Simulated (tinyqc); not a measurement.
# Worked calculation: double-gate transistor, scale length and short-channel effects

Computed by the program tinyqc: `OMP_NUM_THREADS=1 python tinyqc.py 2420078 2420079 out.jsonl`, one thread of a shared Intel Xeon 2.30GHz, about 0.01 s for the whole run. Printed values are rounded.

A body of thickness ts between two insulators of thickness ti and two tied gates. Below threshold the potential that source and drain add obeys Laplace's equation and vanishes on the gate. Its lowest mode decays along the channel as exp(-k y); k is the smallest positive root of the matching condition at the interface, and the scale length is Lambda = pi/k.

Inputs (values chosen for the exercise); permittivities: semiconductor close to that of silicon, insulator close to that of aluminium oxide:
- T = 250 K (temperature)
- eps_r = 11.6 (relative permittivity of the semiconductor)
- ei = 9.39 (relative permittivity of the insulator)
- ti = 2.8 nm (insulator thickness)
- ts = 9.2 nm (body thickness)
- L = 41 nm (channel length)
- Vbi = 0.87 V (potential of the source)
- sT = 0.36 V (potential of the barrier top at threshold)
- VTL = 0.36 V (long-channel threshold)
- m = 1 (long-channel body factor)
- Vds = 0.5 V (drain voltage)

Constants: q = 1.602176634e-19 C, kB = 1.380649e-23 J/K, Vt = kB T/q. Results are converted to the units shown.

## Scan of the matching condition

k, point 0 to 7 (1/nm): 0.04  0.08  0.12  0.16  0.2  0.24  0.28  0.32

f(k) = ei cos(k ti) cos(k ts/2) - eps_r sin(k ti) sin(k ts/2).

f(k), point 0 to 7: 8.936445  7.615464  5.542654  2.899470  -0.082567  -3.142014  -6.010255  -8.434882

The first change of sign lies between k = 0.16 and 0.2 1/nm.

## Iteration 1: decay constant by Newton steps

k at the start = 0.16 1/nm

f(k) = ei cos(k ti) cos(k ts/2) - eps_r sin(k ti) sin(k ts/2); f' by a central difference with +/- 1e-5 1/nm; k(new) = k - f/f'.

f = 2.899470
f' = -71.36049 nm
k after iteration 1 = 0.2006313 1/nm

## Iteration 2: decay constant by Newton steps

As before.

f = -0.1309616
f' = -76.67236 nm
k after iteration 2 = 0.1989232 1/nm

## Course of the iteration: decay constant by Newton steps

Stop when k changes by less than 1e-10 1/nm, or after 30 iterations.

Course of the iteration:
```
iteration   k (1/nm)  |change| (1/nm)
1          0.2006313           0.0406
2          0.1989232          1.71e-3
3          0.1989223          9.24e-7
4          0.1989223         2.96e-13
```

Converged in 4 iterations. At the end the number of correct digits about doubles with each step.

## Scale length against simple estimates

k = 0.1989223 1/nm

Lambda = pi/k and l = 1/k. A parabolic potential across the structure gives l(parabolic) = sqrt((eps_r/(2 ei)) ts ti (1 + ei ts/(4 eps_r ti))).

Lambda = 15.79306 nm
l = 5.027088 nm
l(parabolic) = 5.146979 nm

The parabolic estimate is 2.4 % above l.

## Threshold shift, barrier position and swing

Along the channel psi(y) = s + a exp(y/l) + b exp(-y/l) with psi(0) = Vbi, psi(L) = Vbi + Vds and l = 1/k = Lambda/pi; with A = Vbi - s, B = A + Vds, x = exp(-L/l): a = (B - A x) x/(1 - x^2), b = (A - B x)/(1 - x^2). The minimum is s + 2 sqrt(a b), at y = (l/2) ln(b/a). The long-channel potential follows the gate as s = sT + (Vg - VTL)/m, and the threshold VT is the gate voltage at which the minimum equals sT. Swing = m Vt ln 10/g at threshold, g = d(minimum)/ds = 1 - (b x + a)/((1 + x) sqrt(a b)).

s at threshold = 0.3347859 V
a = 2.971258e-4 V
b = 0.5349170 V
position of the minimum = 18.84080 nm
VT = 0.3347859 V
swing = 51.44386 mV/decade

The threshold lies 25.2 mV below the long-channel value, and the barrier top sits at 0.46 L from the source.
